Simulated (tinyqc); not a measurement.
FCI on RHF in the sto-3g basis, frozen core, for B+, spin multiplicity 1, step by step. One step of it, computed by the program tinyqc.

Problem. Orthogonalisation. S = U s U^T; symmetric (Loewdin) form X = U s^(-1/2) U^T, so that X^T S X = 1.

overlap S:
```
           1B 1s     1B 2s    1B 2px    1B 2py    1B 2pz
1B 1s   1.000000  0.269328  0.000000  0.000000  0.000000
1B 2s   0.269328  1.000000  0.000000  0.000000  0.000000
1B 2px  0.000000  0.000000  1.000000  0.000000  0.000000
1B 2py  0.000000  0.000000  0.000000  1.000000  0.000000
1B 2pz  0.000000  0.000000  0.000000  0.000000  1.000000
```

Give: eigenvalues of S; X.

Solution.

eigenvalues of S: 0.731  1.000  1.000  1.000  1.269

X:
```
         1B 1s   1B 2s  1B 2px  1B 2py  1B 2pz
1B 1s    1.029  -0.141   0.000   0.000   0.000
1B 2s   -0.141   1.029   0.000   0.000   0.000
1B 2px   0.000   0.000   1.000   0.000   0.000
1B 2py   0.000   0.000   0.000   1.000   0.000
1B 2pz   0.000   0.000   0.000   0.000   1.000
```
